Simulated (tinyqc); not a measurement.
What moves the results: quantum-confined Stark effect in a modulator well. A value that a table varies takes the place of the one given here.

Envelopes on cells of 0.5 angstrom over the well |z| < L/2 and 45 angstrom of barrier on each side, psi = 0 beyond, psi'/m continuous (mean mass between points), c = hbar^2/2m0. The electron sees + e F z and the hole - e F z, each with its offset in the barriers; 1 kV/cm = 1e-5 eV/angstrom. Light holes, band mixing and escape by tunnelling are left out.

Exciton: in-plane function exp(-rho/lam), 1/mu = 1/me + 1/mp, E(lam) = c/(mu lam^2) - (q/eps) times the integral over k of Fm(k)(1 + (k lam/2)^2)^(-3/2), Fm(k) the double integral of psi_e^2 psi_h^2 exp(-k |z - z'|), q = e^2/(4 pi eps0); binding Eb = -E at the minimum. Line at Eg + E_e + E_h - Eb, strength proportional to overlap^2/lam^2.

Constants: hbar^2/2m0 = 3.80998211 eV angstrom^2; e^2/(4 pi eps0) = 14.39964547 eV angstrom; hc = 1239.841984 eV nm.

Parameters, chosen for this exercise (near those of a Ge well in SiGe, direct gap; not measured data): L = 114 angstrom (well width); Vc = 0.356 eV (conduction offset); Vv = 0.105 eV (heavy-hole offset); me = 0.0418 m0 (electron, well); meb = 0.0566 m0 (electron, barrier); mh = 0.218 m0 (heavy hole along z, well); mhb = 0.228 m0 (heavy hole, barrier); Eg = 0.828 eV (gap of the well); mp = 0.07 m0 (heavy hole in the plane); eps = 15.6 (dielectric constant); Fs = (0, 13, 25, 38, 53, 68, 85) kV/cm (fields); Ls = (50, 66, 84, 104, 126, 150, 170) angstrom (widths); F_L = 45 kV/cm (field for this table); F = 45 kV/cm (field).

## Raising the field

All quantities anew; shifts from zero field.

Results:

| F (kV/cm) | dE_e (meV) | dE_h (meV) | Eb (meV) | line shift (meV) | overlap^2 | relative strength |
|---|---|---|---|---|---|---|
| 0 | 0.00 | 0.00 | 3.86 | 0.00 | 0.997 | 1.000 |
| 13 | -0.11 | -0.44 | 3.84 | -0.53 | 0.972 | 0.967 |
| 25 | -0.41 | -1.58 | 3.79 | -1.92 | 0.912 | 0.888 |
| 38 | -0.95 | -3.52 | 3.71 | -4.32 | 0.823 | 0.775 |
| 53 | -1.83 | -6.54 | 3.61 | -8.12 | 0.709 | 0.638 |
| 68 | -3.00 | -10.21 | 3.51 | -12.87 | 0.599 | 0.514 |
| 85 | -4.66 | -15.02 | 3.40 | -19.23 | 0.487 | 0.396 |

How do the results move?

The line shift grows with exponent 1.98 in F at low field and 1.80 at the end, as the carriers come up against opposite walls and the dipole begins to saturate. The hole gives 80 % of the level shift in the second row and 76 % in the last. The largest shift is 5.0 times the zero-field binding, yet 88 % of the binding survives, since the walls stop the field from pulling the pair apart. Half the strength is gone between 68 and 85 kV/cm.

## Width of the well

Zero-field line, its shift at F_L and the relative strength.

Results:

| L (angstrom) | line at F = 0 (nm) | Eb (meV) | shift (meV) | relative strength | shift x strength (meV) |
|---|---|---|---|---|---|
| 50 | 1279.8 | 4.36 | -0.88 | 0.980 | 0.86 |
| 66 | 1336.9 | 4.23 | -1.49 | 0.957 | 1.42 |
| 84 | 1379.3 | 4.08 | -2.64 | 0.902 | 2.38 |
| 104 | 1410.2 | 3.93 | -4.65 | 0.788 | 3.66 |
| 126 | 1432.8 | 3.78 | -7.84 | 0.605 | 4.74 |
| 150 | 1449.2 | 3.63 | -12.46 | 0.391 | 4.87 |
| 170 | 1458.8 | 3.52 | -17.13 | 0.243 | 4.17 |

What does this show?

The shift grows with exponent 1.90 in L over the first two rows and 2.55 over the last two, against 4 for hard walls at second order; leakage lowers it in narrow wells and saturation in wide ones. The strength falls from 0.98 to 0.24, and the product of the two is largest at 150 angstrom.

## What each parameter does

Zero-field line, shift at F, overlap^2 and Eb at F. Each row changes one parameter from the base and keeps the others.

Results:

| case | line (nm) | shift (meV) | overlap^2 | Eb (meV) |
|---|---|---|---|---|
| base | 1421.6 | -5.97 | 0.770 | 3.67 |
| L = 104 angstrom | 1410.2 | -4.65 | 0.833 | 3.79 |
| F = 36 kV/cm | 1421.6 | -3.90 | 0.838 | 3.73 |
| Vc = 0.285 eV | 1425.1 | -6.13 | 0.762 | 3.64 |
| Vv = 0.131 eV | 1421.1 | -5.59 | 0.788 | 3.70 |
| me = 0.0481 m0 | 1426.8 | -5.98 | 0.764 | 3.90 |
| mh = 0.185 m0 | 1420.1 | -5.81 | 0.788 | 3.67 |
| eps = 14 | 1422.9 | -5.92 | 0.770 | 4.41 |

What does this show?

The largest shifts from the base row, up to three for each result and ties (the steps differ in size, so this ranks the rows, not the parameters). line (nm): L -11.4, me +5.2, Vc +3.5; unchanged at the printed digits by F. shift (meV): F +2.07, L +1.32, Vv +0.38. overlap^2: F +0.068, L +0.063, mh +0.018, Vv +0.018; unchanged at the printed digits by eps. Eb (meV): eps +0.74, me +0.23, L +0.13; unchanged at the printed digits by mh.

Computed by tinyqc, a small Python program: `OMP_NUM_THREADS=1 python tinyqc.py 1252012 1252013 out.jsonl` (the numbers bound the seed that draws the inputs); one thread of a shared host (Intel(R) Xeon(R) Processor @ 2.30GHz), about 0.2 s for the whole set of steps.
